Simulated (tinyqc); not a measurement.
## Electron density from the centroid

Question. In the Fang-Howard model the centroid is 3/b with b^3 = 6 (mz1/C) q (Nd + 11 Ns/32)/(eps0 eps_r), C = hbar^2/(2 m0), the field in eV/nm. Find b and Ns.

Parameters, values chosen for the exercise; masses and permittivity close to those of gallium nitride: relative permittivity eps_r = 9.67; mass along z of valley set A (1 valley(s)) mz1 = 0.199 m0; sheet density of depletion charge Nd = 9.3e11 cm^-2.

Constants: q = 1.602176634e-19 C, hbar = 1.054571817e-34 J s, m0 = 9.1093837015e-31 kg, eps0 = 8.8541878128e-14 F/cm where lengths are in cm, hbar^2/(2 m0) = 0.0380998212 eV nm^2. Results are converted to the units shown.

centroid = 2.0430766 nm

Answer. b = 3/centroid gives Nd + 11 Ns/32, from which the depletion charge is taken off.

b = 1.47 1/nm
Ns = 1.30e13 cm^-2

Numbers from tinyqc (`OMP_NUM_THREADS=1 python tinyqc.py 2160001 2160002 out.jsonl`; about 0.6 s on one thread of a shared Intel Xeon 2.30GHz).
